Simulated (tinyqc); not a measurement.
Course in time: spin coating of a resist or spin-on film: centrifugal thinning, evaporation and the final thickness (Emslie and Meyerhofer models). Computed by tinyqc, a small Python program. Command: `OMP_NUM_THREADS=1 python tinyqc.py 3111954 3111955 out.jsonl spincoat walk`. One thread of a shared host (Intel(R) Xeon(R) Processor @ 2.30GHz), about 0.09 s of CPU time with the checks.

A Newtonian film stays uniform over the wafer; solvent and solids have the same density and the concentration is uniform through the thickness.

Inputs (values chosen for the exercise, of the order of those of a polymer resist in an ester solvent): solids volume fraction c0 = 0.029; kinematic viscosity of the solvent nu_s = 2.4 mm^2/s; viscosity constant k = 1100 mm^2/s; viscosity exponent gamma = 2.6; spin speed f = 3000 rpm; evaporation rate at 1000 rpm e0 = 0.22 micrometre/s; starting thickness h0 = 300 micrometre; wafer radius R = 50 mm; shrinkage in the bake = 7.6 %.

Method:
- omega = 2 pi f/60; nu(c) = nu_s + k c^gamma; evaporation rate e = e0 sqrt(f/1000 rpm).
- Flow constant K = 2 omega^2/(3 nu(c0)); Reynolds number of the air omega R^2/nu_air with nu_air = 15 mm^2/s.
- Meyerhofer estimate: flow rules until (1 - c0) K h^3 = e, then evaporation alone: h_w = (e/((1 - c0) K))^(1/3), dry film c0 h_w.
- Full model for solids s and liquid l per area, h = s + l, c = s/h: ds/dt = -c Q, dl/dt = -(1 - c) Q - e, Q = 2 omega^2 h^3/(3 nu(c)); integrated adaptively (relative tolerance 1e-9) until l = 0.
- Dry film = s at l = 0, before the bake; film after the bake = s x (1 - shrinkage).
- Times are fractions of the time to dry.

omega = 314.159 1/s

evaporation rate e = 0.381051 micrometre/s

dry film = 72.8867 nm

dry film, estimate = 71.4782 nm

History:
```
fraction       t (s)  h (micrometre)        c  nu (mm^2/s)         Q/e  s (nm)
0.003     2.2970e-02          28.684  0.02901        2.511  1.6232e+03  832.01
0.010     7.6566e-02          15.752  0.02904        2.511  2.6879e+02  457.38
0.030     2.2970e-01           9.076  0.02919        2.512  5.1376e+01  264.89
0.100     7.6566e-01           4.878  0.03017        2.523  7.9442e+00  147.14
0.200     1.5313e+00           3.299  0.03250        2.549  2.4331e+00  107.23
0.350     2.6798e+00           2.252  0.03826        2.627  7.5033e-01   86.14
0.500     3.8283e+00           1.612  0.04818        2.814  2.5686e-01   77.66
0.700     5.3596e+00           0.955  0.07700        3.800  3.9604e-02   73.55
0.900     6.8909e+00           0.365  0.19989       19.128  4.3777e-04   72.89
```

What does the comparison show, and why?

Q/e drops below 1 between t = 1.5 and 2.7 s, when c has risen from 0.029 to about 0.038; after that row the solids fall by a further 15 %. The full model gives 1.02 times the two-stage estimate.
